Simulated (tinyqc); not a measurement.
Read current of a NAND string, cells in series solved by shooting: one step of the calculation.

Cells in series, numbered from 0 at the source line (0 V) to the bit line, each followed by a gap resistance Rg. A cell with gate Vg, threshold VT, source Vs and drain Vd passes I = 2 nf K Vt^2 [F(Vs) - F(Vd)]/(1 + th max(Vg - VT, 0)), F(V) = ln^2(1 + exp((Vg - VT - nf V)/(2 nf Vt))). The selected cell has Vg = Vr, the others Vg = Vp.

Task. Node voltages for a trial current. For a trial current I start at 0 V and, cell by cell (the selected one is cell 3), solve for the drain: sqrt(F(Vd)) = sqrt(F(Vs) - I/k), k = 2 nf K Vt^2/(1 + th max(Vg - VT, 0)), Vd = [Vg - VT - 2 nf Vt ln(exp(sqrt F) - 1)]/nf, then add I Rg.

Inputs (values chosen for the exercise); values of the order met in vertical NAND strings:
- T = 300 K (temperature)
- K = 11 uA/V^2 (gain factor of a cell)
- nf = 1.4 (slope factor)
- th = 0.09 1/V (mobility reduction factor)
- Rg = 3 kohm (resistance of the gap between cells)
- Vbl = 0.3 V (bit-line voltage)
- Vp = 7.2 V (pass voltage)
- Vr = 2.37 V (read voltage on the selected word line)

Constants: q = 1.602176634e-19 C, kB = 1.380649e-23 J/K, Vt = kB T/q. Results are converted to the units shown.

second trial current = 0.72 uA
thresholds from the source end, cell 0 to 5 (V): -1.6  -1.6  4.6  1.6  4.6  4.6

Wanted: node voltage after each cell and gap, trial 2.

Result.

node voltage after each cell and gap, trial 2, cell 0 to 5 (V): 0.01550  0.03104  0.06507  0.1845  0.2216  0.2594

Computed by the program tinyqc: `OMP_NUM_THREADS=1 python tinyqc.py 2142241 2142242 out.jsonl`, one thread of a shared Intel Xeon 2.30GHz, about 0.6 s for the whole run.
